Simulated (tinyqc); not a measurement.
Hubbard chain of 4 sites, step by step. Computed by tinyqc, a small Python program that keeps every step. Settings: hopping = 1.07, U = 7.1, mixing = 0.5, iteration cap = 65. Command: `OMP_NUM_THREADS=1 python tinyqc.py 28619 28620 out.jsonl` (the two numbers bound the seeds that draw the settings). One thread of a shared host (Intel(R) Xeon(R) Processor @ 2.60GHz), about 0.2 s of CPU time with the checks. Later iterations appear only in the table of the cycle.

## Mean-field iteration 1

one-body matrix (hopping and site energies) (eV), order 1, 2, 3, 4:
$$\begin{pmatrix}
0.000000 & -1.070000 & 0.000000 & 0.000000 \\
-1.070000 & 0.000000 & -1.070000 & 0.000000 \\
0.000000 & -1.070000 & 0.000000 & -1.070000 \\
0.000000 & 0.000000 & -1.070000 & 0.000000
\end{pmatrix}$$

U = 7.100000 eV

electrons, up and down: [2, 2]

mixing = 0.500000

n(up) at the start (a guess, not normalised): 1 0.800000, 2 0.200000, 3 0.800000, 4 0.200000

n(down) at the start (a guess): 1 0.200000, 2 0.800000, 3 0.200000, 4 0.800000

H(up) = T + U n(down), H(down) = T + U n(up); fill the lowest levels; n(new) = n + mixing (n(out) - n); E = tr T (rho up + rho down) + U sum n_up n_down of the output.

levels, up (eV): [0.805134, 1.319706, 5.780294, 6.294866]

levels, down (eV): [0.805134, 1.319706, 5.780294, 6.294866]

energy = -0.806227 eV

n(up) after iteration 1: 1 0.876387, 2 0.143630, 3 0.856370, 4 0.123613

n(down) after iteration 1: 1 0.123613, 2 0.856370, 3 0.143630, 4 0.876387

## Mean-field iteration 2

As before.

levels, up (eV): [0.441673, 0.845103, 6.254897, 6.658327]

levels, down (eV): [0.441673, 0.845103, 6.254897, 6.658327]

energy = -0.910006 eV

n(up) after iteration 2: 1 0.921095, 2 0.104927, 3 0.895073, 4 0.078905

n(down) after iteration 2: 1 0.078905, 2 0.895073, 3 0.104927, 4 0.921095

## Convergence

Each step fills the lowest levels of T + U n(other spin) and sets n(new) = n + mixing (n(out) - n); stop when output and input agree to 1e-8.

Course of the cycle:
```
iteration       E (eV)  largest |n(out) - n(in)|  mean |n_up - n_down|
1          -0.80622732                  1.53e-01              0.865513
2          -0.91000629                  8.94e-02              0.899580
3          -0.93974091                  5.04e-02              0.915356
4          -0.94858669                  2.96e-02              0.923249
5          -0.95130403                  1.75e-02              0.927409
6          -0.95215698                  1.03e-02              0.929673
7          -0.95242832                  5.98e-03              0.930928
8          -0.95251533                  3.46e-03              0.931632
9          -0.95254337                  2.00e-03              0.932029
10         -0.95255244                  1.15e-03              0.932254
11         -0.95255537                  6.63e-04              0.932382
...                ...                       ...                   ...
21         -0.95255678                  2.52e-06              0.932549
22         -0.95255678                  1.44e-06              0.932549
23         -0.95255678                  8.24e-07              0.932550
24         -0.95255678                  4.71e-07              0.932550
25         -0.95255678                  2.69e-07              0.932550
26         -0.95255678                  1.53e-07              0.932550
27         -0.95255678                  8.76e-08              0.932550
28         -0.95255678                  5.00e-08              0.932550
29         -0.95255678                  2.85e-08              0.932550
30         -0.95255678                  1.63e-08              0.932550
31         -0.95255678                  9.29e-09              0.932550
```

local moments n_up - n_down: 1 0.954600, 2 -0.910500, 3 0.910500, 4 -0.954600

Converged in 31 iterations. Before convergence this energy mixes input and output and is not variational, so it may rise towards its limit.

## Exact diagonalisation (36 states)

Lowest levels of the sector, and the double occupancy of the lowest state.

lowest levels (eV): [-1.407739, -1.016631, -0.605975, -0.399387, -0.184488, 0.000000]

double occupancy per site = 0.042324

The mean-field solution above lies 0.4552 eV above the exact energy.

## The lowest level by Lanczos steps

From a random start vector (not printed): a_j = <q_j|H|q_j>, b_j = norm of the remainder after orthogonalising; the Ritz value is the lowest eigenvalue of the tridiagonal matrix of a and b so far.

Lanczos:
```
j   a_j (eV)  b_j (eV)  lowest Ritz value (eV)
1   6.903431  4.065253              6.90343126
2   5.885079  6.226624              2.29723870
3   8.447454  3.582152             -0.60152490
4   7.243293  2.894984             -1.05981777
5   6.381550  5.888853             -1.13326400
6   7.301283  4.216674             -1.24406782
7   7.480963  2.068588             -1.36263650
8   6.672923  4.082730             -1.37701584
9   5.558047  5.799429             -1.38410664
10  9.217897  2.411914             -1.39888881
```
